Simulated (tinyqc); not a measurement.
Inside a calculation. Model: surface photovoltage measurement of the minority-carrier diffusion length in a wafer. Computed by tinyqc, a small Python program that keeps every step. Command: `OMP_NUM_THREADS=1 python tinyqc.py 3130272 3130273 out.jsonl spv walk`. One thread of a shared host (Intel(R) Xeon(R) Processor @ 2.30GHz), about 0.01 s of CPU time with the checks. Intermediate numbers are printed to about 7 digits and carried at full precision; extremes and crossings named in words are read from the listed rows.

Low injection, steady light, a depletion layer much thinner than 1/alpha and L. The excess density dn is taken at the front edge of the neutral region; light that reaches the back is lost.

Inputs (values chosen for the exercise, modelled on p-type silicon at room temperature):

| quantity | value | unit |
|---|---|---|
| diffusion length L | 20 | micrometre |
| wafer thickness W | 625 | micrometre |
| diffusivity D | 26.4 | cm^2/s |
| front recombination velocity S_f | 4300 | cm/s |
| back recombination velocity S_b | 61000 | cm/s |
| photon flux entering | 2.7e+12 | 1/(cm^2 s) |
| minority density at the surface barrier scale n_0 | 7.9e+10 | 1/cm^3 |
| temperature T | 298 | K |
| wavelength | 828 | nm |
| relative noise of each reading | 0.2 | % |
| diffusion length after pair splitting over L | 0.62 | - |
| iron factor C | 1.07e+16 | micrometre^2/cm^3 |

Constants: k_B = 8.617333262e-05 eV/K.

## One wavelength

alpha = (84.732/lambda - 76.417)^2 per cm with lambda in micrometre (an empirical fit for silicon between 0.7 and 1.05 micrometre). Thick wafer: dn = Phi L/((S_f + D/L)(L + 1/alpha)). Finite wafer, with s = S_b L/D, w = W/L, a = alpha L: dn = [Phi a/(a^2 - 1)] [a - B - exp(-alpha W)(a - s)/(cosh w + s sinh w)]/(S_f + B D/L), B = (sinh w + s cosh w)/(cosh w + s sinh w). Photovoltage V = (k_B T/e) ln(1 + dn/n_0). Lifetime = L^2/D.

alpha = 671.6563 1/cm

penetration depth 1/alpha = 14.88857 micrometre

dn, thick wafer = 8.844486e+07 1/cm^3

B = 1

dn, finite wafer = 8.844486e+07 1/cm^3

photovoltage V = 0.02873371 mV

lifetime = 0.1515152 microsecond

## The linear plot

normal deviates g for the noise: -0.73  -2.01  -0.92  -1.53  0.33  -1.79  0.51

Readings y = (Phi/dn) (1 + noise x g) at 780, 830, 880, 920, 950, 975 and 995 nm; a least-squares line y = c (1/alpha + L_app) gives L_app = intercept/slope.

Readings:

| lambda (nm) | 1/alpha (micrometre) | y (cm/s) | line (cm/s) |
|---|---|---|---|
| 780 | 9.6364 | 25894.0 | 25820.8 |
| 830 | 15.1760 | 30655.3 | 30671.8 |
| 880 | 25.3298 | 39590.6 | 39563.5 |
| 920 | 40.6576 | 52913.0 | 52986.0 |
| 950 | 61.2783 | 71165.5 | 71043.6 |
| 975 | 90.9173 | 96705.2 | 96998.5 |
| 995 | 130.8877 | 132161.4 | 132000.7 |

slope = 875.7017 cm/(s micrometre)

apparent length L_app = 19.84936 micrometre

error of L_app (rounded to 0.001) = -0.753 %

At W/L = 31.2 the finite thickness shifts L_app by less than 0.05 %. S_f scales all readings alike and leaves L_app unchanged.

## Where the wafer is too thin

No noise; L is varied at fixed W, and the last two columns set S_b to 0 and to 1e7 cm/s.

Apparent length (micrometre):

| L | W/L | given S_b | S_b = 0 | S_b = 1e7 |
|---|---|---|---|---|
| 31.2 | 20.03205 | 31.2000 | 31.200 | 31.2000 |
| 62.5 | 10.00000 | 62.4998 | 62.500 | 62.4998 |
| 125.0 | 5.00000 | 124.8629 | 125.115 | 124.8542 |
| 188.0 | 3.32447 | 185.8014 | 190.024 | 185.7057 |
| 312.0 | 2.00321 | 286.1983 | 338.142 | 285.5361 |
| 500.0 | 1.25000 | 377.9239 | 647.187 | 376.1288 |
| 812.0 | 0.76970 | 441.1834 | 1396.394 | 438.2323 |
| 1310.0 | 0.47710 | 472.5822 | 3034.829 | 468.9411 |
| 2500.0 | 0.25000 | 488.6834 | 7352.900 | 484.6583 |

With a fast back surface L_app levels off, at 485 micrometre in the last row; with a passive one it reaches up to 2.94 times L among these rows and is 7350 in the last. All three columns are within 5 % of L down to W/L = 3.3.

## Iron from two lengths

Splitting iron-boron pairs in boron-doped silicon shortens L; with nothing else changing, [Fe] = C (1/L_after^2 - 1/L^2). It is evaluated with the true lengths and with the apparent ones (without noise), which differ when the wafer is not thick against L.

L_after = 12.4 micrometre

[Fe] from the true lengths = 4.283897e+13 1/cm^3

[Fe] from the apparent lengths = 4.283897e+13 1/cm^3

bias, apparent over true less 1 (rounded to 0.001) = 0 %

Checks made by the program: dn against a finite-difference solution (relative difference 2e-05).
